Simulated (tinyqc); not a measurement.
Changing the quartic constant b: one anharmonic mode: perturbation theory, self-consistent phonons and exact levels. Computed by tinyqc, a small Python program. Command: `OMP_NUM_THREADS=1 python tinyqc.py 3026863 3026864 out.jsonl scp sweep`. One thread of a shared host (Intel(R) Xeon(R) Processor @ 2.30GHz), about 0.06 s of CPU time with the checks.

V(x) = k x^2/2 + b x^4 for one coordinate x of mass M. A constant K > 0 gives hbar Omega = sqrt((hbar^2/u) K/M) with K in eV/angstrom^2 and M in u.

Inputs (values chosen for the exercise, for a model mode):
```
quantity             value           unit
mode mass M            116              u
harmonic constant k  -3.38  eV/angstrom^2
temperature T          310              K
mixing                 0.2              -
```

Shape: double well.

Constants: hbar^2/u = 4.18015928e-03 eV angstrom^2; k_B = 8.617333262e-05 eV/K.

Method:
- Self-consistent phonon, centred at x = 0: K = k + 12 b <x^2>, <x^2> = (hbar Omega/(2K)) coth(hbar Omega/(2 k_B T)).
- Start at K = |k|; K(new) = K + mixing x (K_out - K), but at least K/20; stop when |K_out - K| < 1e-9 |k| or after 90 steps.
- Its free energy is F = k_B T ln[2 sinh(hbar Omega/(2 k_B T))] + (k - K)<x^2>/2 + 3 b <x^2>^2, an upper bound to the exact one.
- Basis: oscillator states n of the constant |k|, with x = s (a + a+), s^2 = hbar Omega/(2|k|); H = hbar Omega (n + 1/2) + (k - |k|) x^2/2 + b x^4, with exact matrix elements of x^2 and x^4.
- Exact values use 120 basis states: F = -k_B T ln sum exp(-E_n/(k_B T)), and <x^2> is the Boltzmann mean.

One run for each value; columns: (1) quartic constant b (eV/angstrom^4); (2) self-consistent quantum (meV); (3) E_1 - E_0 (meV); (4) self-consistent <x^2> (angstrom^2); (5) exact <x^2> (angstrom^2):
```
(1)      (2)     (3)        (4)        (5)
98    12.319   3.017  0.0064553  0.0087280
160   14.397   5.449  0.0047562  0.0061639
250   16.504   7.813  0.0036461  0.0045892
390   18.834  10.317  0.0028254  0.0034758
620   21.543  13.145  0.0021854  0.0026370
980   24.544  16.227  0.0017089  0.0020294
1600  28.173  19.935  0.0013232  0.0015481
2500  31.916  23.764  0.0010549  0.0012189
3900  36.134  28.099  0.0008464  0.0009666
```

What does the table show, and why?

Over the rows, self-consistent quantum (meV) rises from 12.3 to 36.1 (exponent d ln y / d ln x 0.32 between the first rows and 0.28 between the last); E_1 - E_0 (meV) rises from 3.02 to 28.1 (exponent d ln y / d ln x 1.2 between the first rows and 0.38 between the last); self-consistent <x^2> (angstrom^2) falls from 0.00646 to 8.46e-4 (exponent d ln y / d ln x -0.62 between the first rows and -0.50 between the last). The self-consistent quantum is 4.08 times E_1 - E_0 in the first row and 1.29 in the last; it follows from the curvature averaged over the spread of x, not from the lowest spacing alone. Small b means deep, distant wells, where E_1 - E_0 is a tunnelling splitting.

Extremes, crossings and ranges named in words are read from the listed rows.
